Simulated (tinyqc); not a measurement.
Inversion layer as a triangular well, valleys of the Si type, step by step. Values are carried at full precision from step to step, so a last printed digit may differ when a step is redone from the rounded ones.

Six ellipsoidal valleys with their long axes along the cube axes, mass ml along the axis and mt across it. For a valley whose axis makes the angle theta with the surface normal, 1/m_z = cos^2(theta)/ml + sin^2(theta)/mt sets the confinement; in the plane the masses are m_1 = mt and m_2 = ml mt/m_z, and m_d = sqrt(m_1 m_2).

Constants: e^2/(4 pi eps0) = 14.39964547 eV angstrom; hbar^2/2m0 = 3.80998211 eV angstrom^2; kB = 8.617333262e-05 eV/K.

Parameters, chosen for this exercise (near those of Si; shifted at random, so the results belong to these values and not to a real crystal): ml = 0.932 m0 (longitudinal mass); mt = 0.189 m0 (transverse mass); face = 111 (surface); eps = 11.9 (dielectric constant); Ns = 1.5 x 1e12/cm^2 (electron sheet density); Nd = 0.2 x 1e12/cm^2 (depletion charge); eta = 0.5 (share of Ns in the effective field); T = 400 K (temperature); tox = 11 angstrom (SiO2-equivalent oxide thickness).

## Valley masses on the (111) face

Group the valleys by their angle to the normal, heaviest m_z first.

Valleys (masses in m0):
```
valleys g  cos^2(theta)     m_z     m_1     m_2     m_d
6                0.3333  0.2574  0.1890  0.6843  0.3596
```

All valleys are equivalent on this face.

## Effective field

The field is taken as constant, e F = 4 pi (e^2/4 pi eps0)(Nd + eta Ns)/eps, with 1e12/cm^2 = 1e-4/angstrom^2, and the oxide as a hard wall at z = 0; c = hbar^2/2m0.

Find e F, and F in MV/cm (1 MV/cm = 0.01 V/angstrom).

e F = 0.00144457 eV/angstrom
F = 0.1445 MV/cm

## Subband ladders

Level j of a valley lies at E_j = a_j (c (e F)^2/m_z)^(1/3) above the band edge at the surface, with the Airy zeros a_j = 2.338107, 4.087949, 5.520560, 6.786708, 7.944134, 9.022651, 10.040174, 11.008524, 11.936016, 12.828777, and has <z> = 2 E_j/(3 e F).

The ten lowest levels of all groups of valleys together, j = 0, 1, ..., c = hbar^2/2m0; primes mark the groups with lighter m_z.

Subbands:
```
label  valleys g  m_d (m0)  E (eV)  <z> (angstrom)
0              6    0.3596  0.0734           33.86
1              6    0.3596  0.1283           59.19
2              6    0.3596  0.1732           79.94
3              6    0.3596  0.2129           98.27
4              6    0.3596  0.2493          115.03
5              6    0.3596  0.2831          130.65
6              6    0.3596  0.3150          145.38
7              6    0.3596  0.3454          159.40
8              6    0.3596  0.3745          172.83
9              6    0.3596  0.4025          185.76
```

The second subband is 1, 54.9 meV above the first.

## Fermi level and populations

Subband i holds n_i = g m_d/(2 pi c) kB T ln(1 + exp((EF - E_i)/kB T)) (spin included), and EF is fixed by sum n_i = Ns over the levels listed or, where none are listed, over j = 0 to 9 of each group; 1e12/cm^2 = 1e-4/angstrom^2.

Solve for EF; c = hbar^2/2m0. The mean distance is sum n_i <z>_i/Ns.

EF = -0.0393 eV

Populations:
```
label  (EF - E)/kB T  n (1e12/cm^2)  share (%)
0              -3.27          1.162       77.5
1              -4.86          0.240       16.0
2              -6.16          0.065        4.4
3              -7.32          0.021        1.4
4              -8.37          0.007        0.5
5              -9.35          0.003        0.2
6             -10.28          0.001        0.1
7             -11.16          0.000        0.0
8             -12.00          0.000        0.0
9             -12.82          0.000        0.0
```

mean distance from the surface = 41.51 angstrom

The lowest subband holds 77.5 % of the electrons and is not degenerate (EF well below its edge).

## Effect on the gate capacitance

The charge sits at the mean distance <z> from the surface, which adds (3.9/eps) <z> to the oxide thickness; C/Cox = tox/(tox + 3.9 <z>/eps). The density-of-states term is left out.

added thickness = 13.60 angstrom
C/Cox = 0.447

## Checks

- Lowest level by finite differences against the Airy formula, eV: both 0.0734.

Computed by tinyqc, a small Python program: `OMP_NUM_THREADS=1 python tinyqc.py 1252380 1252381 out.jsonl` (the numbers bound the seed that draws the inputs); one thread of a shared host (Intel(R) Xeon(R) Processor @ 2.30GHz), about 0.02 s for the whole set of steps.
